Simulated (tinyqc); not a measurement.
# Width from the threshold shift

Problem. Undoped body with a flat potential across it, hard walls, transport along x. Three valley pairs (g = 2 each) with the longitudinal mass along x, y or z. Non-parabolicity enters the subband edges through E (1 + al E) = gamma, so E = 2 gamma/(1 + sqrt(1 + 4 al gamma)); motion within a subband is taken as parabolic with the band-edge mass. Energies are counted from the bulk band edge. gamma = C pi^2 [a^2/(my (t + dl)^2) + b^2/(mz (H + dl)^2)], C = hbar^2/(2 m0). Each subband has N_k = g sqrt(2 mx m0 kB T/(pi hbar^2)); without degeneracy n = exp(EF/Vt) sum N_k exp(-E_k/Vt). Classical value Nc times t H, Nc = sum over valleys of 2 g (m m0 kB T/(2 pi hbar^2))^1.5 with m = (mx my mz)^(1/3). Threshold shift dVT = Vt ln(classical value/sum N_k exp(-E_k/Vt)). Find t and the lowest subband edge.

Inputs (values chosen for the exercise); masses close to those of silicon:
- T = 300 K (temperature)
- ml = 0.901 m0 (longitudinal mass)
- mt = 0.189 m0 (transverse mass)
- al = 0 1/eV (non-parabolicity)
- dl = 0 nm (widening of the box by penetration into the insulator)
- H = 6.9 nm (height (along z))

Constants: q = 1.602176634e-19 C, kB = 1.380649e-23 J/K, hbar = 1.054571817e-34 J s, m0 = 9.1093837015e-31 kg, Vt = kB T/q, hbar^2/(2 m0) = 0.0380998212 eV nm^2. Results are converted to the units shown.

dVT = 48.026417 mV

Answer. dVT is evaluated for trial values of t with all subbands; between 1.5 and 25 nm one value matches.

t = 6.900 nm
E_1 = 50.56 meV

Computed by the program tinyqc: `OMP_NUM_THREADS=1 python tinyqc.py 2350125 2350126 out.jsonl`, one thread of a shared Intel Xeon 2.30GHz, about 0.2 s for the whole run.
